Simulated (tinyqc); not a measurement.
Binding against position: donor or exciton in a quantum well (variational effective-mass method). Computed by tinyqc, a small Python program. Command: `OMP_NUM_THREADS=1 python tinyqc.py 3022585 3022586 out.jsonl welldonor walk`. One thread of a shared host (Intel(R) Xeon(R) Processor @ 2.30GHz), about 0.06 s of CPU time with the checks.

H = -nabla^2 - 2/|r - r_i| + V(z) in effective units; trial function psi = f(z) exp(-|r - r_i|/lambda), f the ground state of the well. Mass and screening are the same in well and barrier; l = L/a* is the width in effective units. Bands are flat: no polarisation or applied field.

Inputs (values chosen for the exercise, for a model semiconductor): electron mass m = 0.252 m_0; dielectric constant eps = 11; well width L = 3.5 nm.

Centre: donor. Barriers: infinite.

Constants: Ry = 13.605693123 eV; a_0 = 0.529177210903 angstrom.

Method:
- Ry* = Ry m/eps^2, a* = a_0 eps/m; l = L/a*.
- k = pi/l; f = cos(k z) inside and zero outside; subband energy k^2 Ry*.
- Binding E_b(lambda) = -1/lambda^2 + 4 A/(lambda B), with A = int f^2 exp(-2 s/lambda) dz, B = int f^2 exp(-2 s/lambda)(1 + 2 s/lambda) dz and s = |z - z_i|; 40 Gauss-Legendre points on each piece between the walls at z = -l/2 and l/2 and z_i.
- Each row maximises over lambda (golden section, 0.3 to 4).

l = 1.51522

Ry* = 28.3358 meV

Against position:

| z_i/L | lambda (a*) | binding (Ry*) | binding (meV) |
|---|---|---|---|
| 0.0 | 0.8909 | 1.9542 | 55.374 |
| 0.1 | 0.9093 | 1.8793 | 53.253 |
| 0.2 | 0.9755 | 1.6743 | 47.442 |
| 0.3 | 1.1143 | 1.4036 | 39.771 |
| 0.4 | 1.3217 | 1.1557 | 32.748 |
| 0.5 | 1.5400 | 0.9756 | 27.644 |

From the centre to the wall the binding falls from 55.374 to 27.644 meV, 50 % of the centre value, since the walls keep the electron away from an off-centre ion; uniform doping thus gives a band of levels 27.730 meV wide, with a peak in its density at the centre value, where the slope vanishes. Caution: so narrow a well has large confinement energy, where non-parabolicity and barrier penetration matter.

Extremes, crossings and ranges named in words are read from the listed rows.
